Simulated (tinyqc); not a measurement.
What moves the results: deformation-potential model of the X valleys of a conduction band. A value that a table varies takes the place of the one given here.

Valleys with axes along x, y and z, one whole valley each. Herring-Vogt shift of a valley with unit axis a: dE = Xd tr(e) + Xu a.e.a. Non-degenerate shares n_i = exp(-dE_i/kT)/sum_j exp(-dE_j/kT). Inverse mass tensor of a valley: (1 - a a)/mt + a a/ml; the masses are taken as independent of strain.

s11 = (C11 + C12)/((C11 - C12)(C11 + 2 C12)), s12 = -C12/((C11 - C12)(C11 + 2 C12)), s44 = 1/C44; exx = s11 sxx + s12 (syy + szz) and cyclic, exy = s44 sxy/2; tension is positive. A uniaxial stress X along the unit vector n is s_ij = X n_i n_j. Biaxial (001) means sxx = syy = X.

Constants: kB = 8.617333262e-05 eV/K.

Values chosen for the exercise (near those of AlAs; shifted at random, so the results belong to these values and not to a real crystal): ml = 1.139 m0 (longitudinal mass); mt = 0.193 m0 (transverse mass); Xd = 0.92 eV (dilation potential); Xu = 5.47 eV (uniaxial potential); C11 = 130.5 GPa; C12 = 54.6 GPa; C44 = 52.5 GPa; load = biaxial (001) (kind of stress); T = 300 K (temperature); X1 = 1.4 GPa (size of the stress); X = 2 GPa (stress).

## Sweep of a biaxial (001) stress

m_c = 1/(u.M.u) along [100] with M = sum_i n_i (inverse mass tensor); gain against zero stress at a fixed scattering time.

Results:
```
X (GPa),spread (meV),lowest edge (meV),n x,n y,n z,m_c (m0),gain (%)
-1.00,72.1,-46.9,0.485,0.485,0.030,0.3232,-17.4
-0.50,36.0,-23.5,0.445,0.445,0.110,0.3061,-12.8
-0.20,14.4,-9.4,0.389,0.389,0.223,0.2850,-6.4
0.00,0.0,0.0,0.333,0.333,0.333,0.2669,0.0
0.20,14.4,-5.0,0.267,0.267,0.466,0.2480,7.6
0.50,36.0,-12.6,0.166,0.166,0.668,0.2238,19.2
1.00,72.1,-25.2,0.055,0.055,0.890,0.2022,32.0
```

What does this show, and why?

Along [100] the gain is -17.4 % at -1.00 GPa and +32.0 % at 1.00 GPa. The slope at zero stress (from +/- 0.001 GPa), +35.6 % per GPa, carried to the ends would give -36 and +36 %; the response falls behind at both ends, as it saturates once the spread passes a few kT (kT = 25.9 meV, spread up to 72 meV).

## Gain for each load and current direction

Each load has the size X1. Gain m_c(0)/m_c - 1 in per cent from repopulation alone, m_c = 1/(u.M.u), M = sum_i n_i (inverse mass tensor); biaxial means sxx = syy.

Gain (%); + is tension, - compression:
```
load,[100],[010],[001],[110],[1-10],[111]
uniaxial [110] (+),25.6,25.6,-51.2,25.6,25.6,0.0
uniaxial [110] (-),-15.3,-15.3,30.7,-15.3,-15.3,0.0
uniaxial [100] (+),37.1,-18.6,-18.6,9.3,9.3,0.0
uniaxial [100] (-),-72.1,36.1,36.1,-18.0,-18.0,0.0
uniaxial [111] (+),0.0,0.0,0.0,0.0,0.0,0.0
uniaxial [111] (-),0.0,0.0,0.0,0.0,0.0,0.0
biaxial (001) (+),36.1,36.1,-72.1,36.1,36.1,0.0
biaxial (001) (-),-18.6,-18.6,37.1,-18.6,-18.6,0.0
```

What does this show, and why?

The largest gain is +37.1 %, for uniaxial [100] (+) with the current along [100] and biaxial (001) (-) with the current along [001]; for a [110] channel it is +36.1 %, under biaxial (001) (+). No gain or loss appears under uniaxial [111]: the valleys stay equivalent (in real silicon shear also changes the masses, which this model leaves out).

## Temperature and repopulation

The load is fixed; m_c along [100] as 1/(u.M.u).

Results:
```
T (K),kT (meV),n x,n y,n z,m_c (m0)
50,4.31,0.000,0.000,1.000,0.1930
77,6.64,0.000,0.000,1.000,0.1930
150,12.93,0.000,0.000,1.000,0.1930
225,19.39,0.001,0.001,0.999,0.1931
300,25.85,0.004,0.004,0.992,0.1936
400,34.47,0.015,0.015,0.970,0.1954
500,43.09,0.033,0.033,0.934,0.1984
```

What does this show, and why?

The largest share falls from 1.000 at 50 K to 0.934 at 500 K (equal shares: 0.333); m_c goes from 0.1930 to 0.1984, against 0.2669 without stress. Only spread/kT enters, so the small-stress response goes as 1/T.

## What each parameter does

Spread of the valley edges, lowest edge, largest share and m_c along [100]. Each row changes one parameter from the base and keeps the others.

Results:
```
case,spread (meV),lowest edge (meV),largest share,m_c (m0)
base,144.14,-50.31,0.9925,0.1936
ml = 0.911 m0,144.14,-50.31,0.9925,0.1936
mt = 0.154 m0,144.14,-50.31,0.9925,0.1545
Xd = 0.736 eV,144.14,-53.38,0.9925,0.1936
Xu = 6.564 eV,172.96,-63.44,0.9975,0.1932
C11 = 104.4 GPa,219.68,-95.08,0.9996,0.1930
C12 = 43.68 GPa,126.01,-33.64,0.9849,0.1942
C44 = 42 GPa,144.14,-50.31,0.9925,0.1936
X = 1.6 GPa,115.31,-40.25,0.9774,0.1948
T = 240 K,144.14,-50.31,0.9981,0.1932
```

What does this show?

The largest shifts from the base row, up to three for each result and ties (the steps differ in size, so this ranks the rows, not the parameters). spread (meV): C11 +75.54, Xu +28.83, X -28.83; unchanged at the printed digits by ml, mt, Xd, C44 and T. lowest edge (meV): C11 -44.77, C12 +16.68, Xu -13.13; unchanged at the printed digits by ml, mt, C44 and T. largest share: X -0.0151, C12 -0.0075, C11 +0.0071; unchanged at the printed digits by ml, mt, Xd and C44. m_c (m0): mt -0.0391, X +0.0012, C12 +0.0006, C11 -0.0006; unchanged at the printed digits by ml, Xd and C44. Xd moves all valleys together, so it shifts the edge and nothing else.

Computed by tinyqc, a small Python program: `OMP_NUM_THREADS=1 python tinyqc.py 1080722 1080723 out.jsonl` (the numbers bound the seed that draws the inputs); one thread of a shared host (Intel(R) Xeon(R) Processor @ 2.30GHz), about 0.04 s for the whole set of steps.
